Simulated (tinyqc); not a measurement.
Inside a calculation. Method: Hubbard ring of 4 sites. Computed by tinyqc, a small Python program that keeps every step. Settings: hopping = 1.24, U = 4.5, mixing = 1, iteration cap = 72. Command: `OMP_NUM_THREADS=1 python tinyqc.py 28938 28939 out.jsonl` (the two numbers bound the seeds that draw the settings). One thread of a shared host (Intel(R) Xeon(R) Processor @ 2.60GHz), about 0.2 s of CPU time with the checks.

one-body matrix (hopping and site energies) (eV):
```
           1          2          3          4
1   0.000000  -1.240000   0.000000  -1.240000
2  -1.240000   0.000000  -1.240000   0.000000
3   0.000000  -1.240000   0.000000  -1.240000
4  -1.240000   0.000000  -1.240000   0.000000
```

U = 4.500000 eV

electrons, up and down: 3  2

n(up) at the start (a guess, not normalised): 1 0.800000, 2 0.700000, 3 0.800000, 4 0.700000

n(down) at the start (a guess): 1 0.450000, 2 0.550000, 3 0.450000, 4 0.550000

Each step fills the lowest levels of T + U n(other spin) and sets n(new) = n + mixing (n(out) - n); stop when output and input agree to 1e-8.

Course of the cycle:
```
iteration      E (eV)  largest |n(out) - n(in)|  mean |n_up - n_down|
1          1.69945463                  2.23e-01              0.295177
2          1.52994113                  8.82e-02              0.371076
3          1.50105043                  3.91e-02              0.406041
4          1.49690411                  1.26e-02              0.416850
5          1.49634086                  5.36e-03              0.421666
6          1.49626705                  1.65e-03              0.423082
7          1.49625746                  6.97e-04              0.423709
8          1.49625622                  2.13e-04              0.423892
9          1.49625606                  8.99e-05              0.423973
10         1.49625604                  2.74e-05              0.423996
11         1.49625604                  1.16e-05              0.424007
12         1.49625604                  3.54e-06              0.424010
13         1.49625604                  1.50e-06              0.424011
14         1.49625604                  4.56e-07              0.424012
15         1.49625604                  1.93e-07              0.424012
16         1.49625604                  5.88e-08              0.424012
17         1.49625604                  2.49e-08              0.424012
18         1.49625604                  7.59e-09              0.424012
```

Can the last value be used, and what does the course show?

No, though the log alone does not show it. Converged in 18 iterations. But random starts reach 1.47797 eV, so this is another stationary point, not the lowest one. Reruns (cap 100 unless said): mixing 0.2: not converged; mixing 0.5: converged in 44 to a higher stationary point (E = 1.49626); mixing 0.9: converged in 21 to a higher stationary point (E = 1.49626). Before convergence this energy mixes input and output and is not variational, so it may rise towards its limit.
